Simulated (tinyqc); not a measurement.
## Resistance of a source-drain extension with a graded tip: abruptness at a fixed junction position

y runs along the channel, the gate covers y > 0. The doping is N0 for y < y0 and N0 10^(-(y - y0)/la) beyond, uniform over the depth xj. Sheet conductance s(y) = q mu(N) max(N - Nch, 0) xj + (for y > 0) ma Cox Vo, with mu(N) = u0 + (u1 - u0)/(1 + (N/Nr)^au) and Cox = eps0 eox/tox. Current is taken as one-dimensional; depletion of the tip, spreading and the contact are left out. The metallurgical junction lies at yj, where N = Nch.

R_spacer = integral of dy/s from -Ls to 0, R_ov from 0 to yj, R_channel = (Lg - 2 yj)/(ma Cox Vo), R_total = 2 R_spacer + 2 R_ov + R_channel. Electrical length L_eff = ma Cox dR_total/d(1/Vo); R_series = R_total - L_eff/(ma Cox Vo). y0 is moved with la so that yj stays at 6.1334 nm.

Values chosen for this exercise; mobility law close to that of electrons in silicon:
- eox = 3.9 (relative permittivity of the gate insulator (close to silicon dioxide))
- tox = 2.5 nm (insulator thickness)
- N0 = 2.1e20 cm^-3 (active doping of the extension far from the gate)
- xj = 22 nm (depth of the extension)
- Nch = 2.5e18 cm^-3 (channel doping)
- Ls = 14 nm (spacer length)
- Vo = 0.68 V (gate overdrive)
- ma = 150 cm^2/(V s) (mobility of the gate-induced layer)
- u1 = 1414 cm^2/(V s) (mobility at low doping)
- u0 = 68.5 cm^2/(V s) (mobility at high doping)
- Nr = 9.2e16 cm^-3 (reference doping)
- au = 0.711 (exponent)
- Lg = 60 nm (gate length)

Constants: q = 1.602176634e-19 C, eps0 = 8.8541878128e-14 F/cm where lengths are in cm. Results are converted to the units shown.

The same in every row: yj (nm) = 6.133; R_channel (ohm um) = 338.8.

Result of one run:
```
la (nm/decade)  R_spacer (ohm um)  R_ov (ohm um)  R_total (ohm um)  L_eff (nm)  R_series (ohm um)
2.1                         2.587          7.880             359.7       48.76              13.64
```

What becomes of these results when the lateral abruptness la is changed from 2.1 to 9 nm/decade, all else the same?

Result of the changed run:
```
la (nm/decade)  R_spacer (ohm um)  R_ov (ohm um)  R_total (ohm um)  L_eff (nm)  R_series (ohm um)
9                           11.04          23.35             407.6       51.73              40.38
```

The whole series:
```
la (nm/decade)  R_spacer (ohm um)  R_ov (ohm um)  R_total (ohm um)  L_eff (nm)  R_series (ohm um)
1                           2.587          4.331             352.6       48.23              10.34
2.1                         2.587          7.880             359.7       48.76              13.64
3.3                         2.590          11.75             367.5       49.34              17.25
4.4                         2.969          14.95             374.6       49.87              20.68
5.6                         4.134          17.80             382.7       50.41              24.84
6.7                         5.840          19.94             390.4       50.88              29.22
7.9                         8.303          21.86             399.1       51.34              34.70
9                           11.04          23.35             407.6       51.73              40.38
```

As la goes from 1 to 9 nm/decade, R_total rises from 353 to 408 ohm um, R_spacer rises from 2.59 to 11.0 ohm um and R_ov rises from 4.33 to 23.4 ohm um. R_total changes on average by 6.87 ohm um for each nm/decade. L_eff exceeds the metallurgical length by 0.493 nm in the first row and 4.00 nm in the last, since the gate also controls the lightly doped tips.

Computed by the program tinyqc: `OMP_NUM_THREADS=1 python tinyqc.py 2282216 2282217 out.jsonl`, one thread of a shared Intel Xeon 2.30GHz, about 0.04 s for the whole run.
